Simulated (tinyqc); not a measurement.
# Changing the field B

Model: Heisenberg spin cluster by exact diagonalisation: multiplets, susceptibility, level crossings. Computed by tinyqc, a small Python program. Command: `OMP_NUM_THREADS=1 python tinyqc.py 3003683 3003684 out.jsonl spincl sweep`. One thread of a shared host (Intel(R) Xeon(R) Processor @ 2.30GHz), about 0.01 s of CPU time with the checks.

H = J1 sum S_i.S_j over the bonds 1-2 - g mu_B B S_z; J > 0 is antiferromagnetic.

Inputs (values chosen for the exercise, for a model cluster): exchange J1 = 8.73 meV; g factor = 1.97; temperature T = 29 K.

Cluster: dimer. Spin s of each site: 0.5.

Constants: k_B = 8.617333262e-05 eV/K; mu_B = 5.7883818060e-05 eV/T.

Method. Every multiplet has one member in the block S_z = 0; diagonalise it and read the total spin from <S^2> = S (S + 1). Each multiplet splits as E - g mu_B B m; <S_z> is the Boltzmann mean. The first level crossing is at the smallest (E_S - E_0)/(g mu_B (S - S_0)) over higher spins (0 if the ground state has the highest spin).

One run for each value:

| field B (T) | <S_z> | first crossing field (T) |
|---|---|---|
| 4.4 | 0.0112 | 76.56 |
| 7.4 | 0.0191 | 76.56 |
| 13.0 | 0.0347 | 76.56 |
| 22.0 | 0.0639 | 76.56 |
| 37.0 | 0.1323 | 76.56 |
| 62.0 | 0.3315 | 76.56 |
| 110.0 | 0.8169 | 76.56 |
| 180.0 | 0.9909 | 76.56 |
| 310.0 | 1.0000 | 76.56 |
| 520.0 | 1.0000 | 76.56 |

What does the table show, and why?

Over the rows, <S_z> rises from 0.0112 to 1.000. At small field <S_z> is linear in B; any level crossing is rounded over k_B T/(g mu_B) = 22 T.

Extremes, crossings and ranges named in words are read from the listed rows.
